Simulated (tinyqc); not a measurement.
# Thickness from two neighbouring fringes

Question. At normal incidence a transparent film with an index between those of air and substrate, taken as constant, has reflectance minima at 2 n1 d = (m + 1/2) lam (small phase shifts at the substrate neglected). Find d and the order m of the shorter wavelength.

Parameters, values chosen for the exercise:

| symbol | value | unit | meaning |
|---|---|---|---|
| n1 | 1.287 |  | index of the transparent film |

wavelengths of two neighbouring reflectance minima (nm): 450  550

Solution. Neighbouring orders differ by one: 2 n1 d (1/lam1 - 1/lam2) = 1.

d = 961.5 nm
m = 5

Computed by the program tinyqc: `OMP_NUM_THREADS=1 python tinyqc.py 2870220 2870221 out.jsonl`, one thread of a shared Intel Xeon 2.30GHz, about 0.01 s for the whole run.
